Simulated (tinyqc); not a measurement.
Capacitance of parallel on-chip lines from Laplace's equation on a mesh: two steps of the calculation.

Cross-section of an endless row of equal lines between two grounded planes; neighbours are driven in antiphase (+1 V and -1 V), so the plane midway between two lines is at 0 V. By symmetry one quarter is solved: x runs from the centre of a line (column 0, mirror) to that midplane (column 4, 0 V), y from the mid-height of the line (row 0, mirror) to the ground plane (row 4, 0 V). The line fills columns 0 to 2 and rows 0 to 2 at 1 V. Cells beside the line (below row 2) have e2, cells above have e1. Each link between nodes has the conductance g = mean permittivity of the two cells beside it (a cell beyond a mirror counts as 0), and the free nodes obey sum g (V_neighbour - V) = 0.

Inputs (values chosen for the exercise):
- e1 = 2.4 (relative permittivity above and below the lines)
- e2 = 2 (relative permittivity between the lines)
- om = 1 (over-relaxation factor)

Constants: eps0 = 8.8541878128e-12 F/m. Results are converted to the units shown.

Problem 1. Relaxation sweep. One sweep visits the free nodes row by row from row 0, left to right, and replaces V by V + om (weighted mean of the neighbours - V), using new values at once.

V after sweep 1 (V):
```
           col 0      col 1      col 2      col 3      col 4
row 0  1.0000000  1.0000000  1.0000000  0.2500000  0.0000000
row 1  1.0000000  1.0000000  1.0000000  0.3125000  0.0000000
row 2  1.0000000  1.0000000  1.0000000  0.3210227  0.0000000
row 3  0.2500000  0.3125000  0.3281250  0.1622869  0.0000000
row 4  0.0000000  0.0000000  0.0000000  0.0000000  0.0000000
```

gx:
```
       col 0  col 1  col 2  col 3
row 0      1      1      1      1
row 1      2      2      2      2
row 2    2.2    2.2    2.2    2.2
row 3    2.4    2.4    2.4    2.4
row 4    1.2    1.2    1.2    1.2
```

gy:
```
       col 0  col 1  col 2  col 3  col 4
row 0      1      2      2      2      1
row 1      1      2      2      2      1
row 2    1.2    2.4    2.4    2.4    1.2
row 3    1.2    2.4    2.4    2.4    1.2
```

Give: V after sweep 2.

Solution 1.

V after sweep 2 (V):
```
        col 0   col 1   col 2   col 3   col 4
row 0  1.0000  1.0000  1.0000  0.4062  0.0000
row 1  1.0000  1.0000  1.0000  0.4318  0.0000
row 2  1.0000  1.0000  1.0000  0.3924  0.0000
row 3  0.4062  0.4336  0.3990  0.1978  0.0000
row 4  0.0000  0.0000  0.0000  0.0000  0.0000
```

Problem 2. Capacitance per length. C = 4 eps0 sum g (difference of V)^2 over all links (twice the energy of the four quarters, line at 1 V). Plate estimate without fringing: eps0 [2 e1 w/hd + 2 e2 t/(s/2)], w = 4 hx, t = 4 hx, s/2 = 2 hx, hd = 2 hx.

converged V (V):
```
           col 0      col 1      col 2      col 3      col 4
row 0  1.0000000  1.0000000  1.0000000  0.4878844  0.0000000
row 1  1.0000000  1.0000000  1.0000000  0.4757689  0.0000000
row 2  1.0000000  1.0000000  1.0000000  0.4151910  0.0000000
row 3  0.4888164  0.4776328  0.4217148  0.2092265  0.0000000
row 4  0.0000000  0.0000000  0.0000000  0.0000000  0.0000000
```

gx:
```
       col 0  col 1  col 2  col 3
row 0      1      1      1      1
row 1      2      2      2      2
row 2    2.2    2.2    2.2    2.2
row 3    2.4    2.4    2.4    2.4
row 4    1.2    1.2    1.2    1.2
```

gy:
```
       col 0  col 1  col 2  col 3  col 4
row 0      1      2      2      2      1
row 1      1      2      2      2      1
row 2    1.2    2.4    2.4    2.4    1.2
row 3    1.2    2.4    2.4    2.4    1.2
```

Find: C; plate estimate.

Solution 2.

C = 216.1 aF/um
plate estimate = 155.8 aF/um

Numbers from tinyqc (`OMP_NUM_THREADS=1 python tinyqc.py 2790199 2790200 out.jsonl`; about 0.9 s on one thread of a shared Intel Xeon 2.30GHz).
